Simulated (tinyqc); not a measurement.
# Dose and depth of a threshold implant

Question. A sheet of D acceptors per cm^2 lies at depth xi inside the depleted layer of a body doped Na. In the depletion approximation VT = Vfb + f2 + q D/Cox + gamma sqrt(f2 + Vsb - q D xi/(eps0 eps_r)), gamma = sqrt(2 eps0 eps_r q Na)/Cox, Cox = eps0 eox/tox. Find gamma, D and xi.

Values chosen for this exercise; band and dielectric values close to those of silicon:
```
symbol,value,unit,meaning
eps_r,11.9,,relative permittivity
Na,7.7e16,cm^-3,acceptor density deep in the body
eox,3.9,,relative permittivity of the gate insulator (close to silicon dioxide)
tox,8.3,nm,insulator thickness
Vfb,-0.39,V,flat-band voltage
f2,0.666,V,band bending 2 phiF at threshold
```

Constants: q = 1.602176634e-19 C, eps0 = 8.8541878128e-14 F/cm where lengths are in cm. Results are converted to the units shown.

VT against the source at Vsb = 0 and 1.1 V (V): [0.65030909, 0.86142315]

Answer. With y^2 = f2 - q D xi/(eps0 eps_r) and d the difference of the thresholds over gamma, sqrt(y^2 + Vsb) - y = d gives y = (Vsb - d^2)/(2 d). The first threshold then gives D, and y^2 gives xi.

gamma = 0.388 V^0.5
D = 2.30e11 cm^-2
xi = 35.0 nm

Program tinyqc, `OMP_NUM_THREADS=1 python tinyqc.py 2080163 2080164 out.jsonl`; Intel Xeon 2.30GHz, shared host, one thread, about 0.4 s.
